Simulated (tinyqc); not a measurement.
Rapid thermal processing of a wafer: radiative balance, ramp and cooling, pattern effects, pyrometer error and spike budget: one step, computed by the program tinyqc.

The wafer is opaque and uniform through its thickness unless said otherwise; temperatures in formulas are in kelvin (C + 273.15). sigma = 5.670374419e-12 W/(cm^2 K^4).

Problem. Power to hold and to ramp. Effective emissivity between parallel grey plates: eps_eff = 1/(1/eps + 1/(1 - r) - 1). Loss per area q(T) = 2 eps_eff sigma (T^4 - T_w^4) + h (T - T_w). Absorbed power during a ramp = q(T) + C d x ramp rate; thermal time constant tau = C d/(dq/dT), dq/dT = 8 eps_eff sigma T^3 + h; natural cooling rate q/(C d); front-to-back difference under one-sided heating at the end of the ramp = (absorbed power) d/(2 k).

Inputs (values chosen for the exercise, modelled on a hot silicon wafer):
```
quantity                                              value         unit
wafer thickness d                                       525   micrometre
heat capacity per volume C                             2.07   J/(cm^3 K)
thermal conductivity k                                 0.21     W/(cm K)
emissivity eps of each face                             0.7            -
reflectivity of the chamber walls r                    0.64            -
gas heat-transfer coefficient h, both faces together    4.5  mW/(cm^2 K)
wall temperature T_w                                    350            K
process temperature                                     685            C
ramp rate                                                87          K/s
```

Give: eps_eff; holding power q; power at the end of the ramp; dq/dT; time constant tau; natural cooling rate; front-to-back difference.

Solution.

eps_eff = 0.3119

holding power q = 5.665 W/cm^2

power at the end of the ramp = 15.12 W/cm^2

dq/dT = 16.94 mW/(cm^2 K)

time constant tau = 6.413 s

natural cooling rate = 52.12 K/s

front-to-back difference = 1.890 K

Radiation carries 52 % of the loss. The ramp needs 2.7 times the holding power.
